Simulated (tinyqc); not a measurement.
# Changing the step factor eta

Model: nudged elastic band on a two-dimensional model surface. Computed by tinyqc, a small Python program. Command: `OMP_NUM_THREADS=1 python tinyqc.py 3030174 3030175 out.jsonl neb sweep`. One thread of a shared host (Intel(R) Xeon(R) Processor @ 2.30GHz), about 0.4 s of CPU time with the checks.

V(x, y) = h u^2 + t x + (kappa/2)(y + c u)^2 with u = x^2/w^2 - 1; the path runs from the minimum near (-w, 0) to that near (w, 0).

Inputs (values chosen for the exercise, for a model surface):

| quantity | value | unit |
|---|---|---|
| height h | 1.4 | eV |
| half width w | 1.2 | angstrom |
| transverse stiffness kappa | 4.5 | eV/angstrom^2 |
| curvature c | 0.37 | angstrom |
| tilt t | -0.0054 | eV/angstrom |
| movable images n | 7 | - |
| spring constant k_s | 1.3 | eV/angstrom^2 |
| iteration cap | 600 | - |

Surface: curved double well. Climbing image: on.

Method:
- Newton steps x(new) = x - H^-1 grad V (moves limited to 0.3 angstrom) from (-w, 0), (w, 0) and (0, c) give the two minima and the saddle.
- Tangent at image i: towards the higher neighbour if the energies rise or fall through i; at a maximum or minimum, tau = t+ dmax + t- dmin if V(i+1) > V(i-1), else t+ dmin + t- dmax, with t+ = R(i+1) - R(i), t- = R(i) - R(i-1) and dmax, dmin the larger and smaller of |V(i+1) - V(i)| and |V(i-1) - V(i)|; then normalise. Force F = -grad V + (grad V.tau) tau + k_s (|t+| - |t-|) tau.
- With a climbing image, the highest image feels instead F = -grad V + 2 (grad V.tau) tau and no spring.
- Update R(new) = R + eta F; the end points stay fixed.
- Start on the straight line; stop when the largest force is below 1e-4 or above 1e6 eV/angstrom.

One run for each value:

| step factor eta (angstrom^2/eV) | iterations | energy of the highest image (eV) |
|---|---|---|
| 0.015 | 490 | 1.394 |
| 0.020 | 368 | 1.394 |
| 0.027 | 272 | 1.394 |
| 0.037 | 199 | 1.394 |
| 0.050 | 147 | 1.394 |
| 0.069 | 107 | 1.394 |
| 0.093 | 79 | 1.394 |
| 0.130 | 57 | 1.394 |
| 0.170 | 43 | 1.394 |

Over the rows, iterations falls from 490 to 43.0 (exponent d ln y / d ln x -1.00 between the first rows and -1.1 between the last). While the steps are short the count falls about as 1/eta; the converged energy does not depend on eta.

Extremes, crossings and ranges named in words are read from the listed rows.
